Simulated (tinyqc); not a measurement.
Self-heating of a transistor with one or more fingers, with temperature-dependent conductivity: one step, computed by the program tinyqc. Command: `OMP_NUM_THREADS=1 python tinyqc.py 3018069 3018070 out.jsonl selfheat walk`. One thread of a shared host (Intel(R) Xeon(R) Processor @ 2.30GHz), about 0.08 s of CPU time with the checks.

N long parallel fingers lie on the top face of a slab whose bottom is held at T_0; the top is otherwise insulated, and heat flows in two dimensions. P in W/mm is 1000 P in W/m.

Task: Geometry factors. A line source of power P on the top face raises the top at distance x by (P/(pi kappa_0)) g(x), g(x) = -ln tanh(pi x/(4 t)) (the image sum for the slab). On a strip of width w the centre sees the mean of g over the strip, g_0 = 1 + ln(8 t/(pi w)) for w much below t.

Inputs (values chosen for the exercise, modelled on germanium): finger pitch s = 25 micrometre; width of the heat source w = 1 micrometre; substrate thickness t = 100 micrometre.

Power: power rises with temperature.

Give: own factor g_0; g(j s), j = 1..7.

Result:

own factor g_0 = 6.540

g(j s), j = 1..7: [1.641, 0.984, 0.636, 0.422, 0.283, 0.190, 0.128]
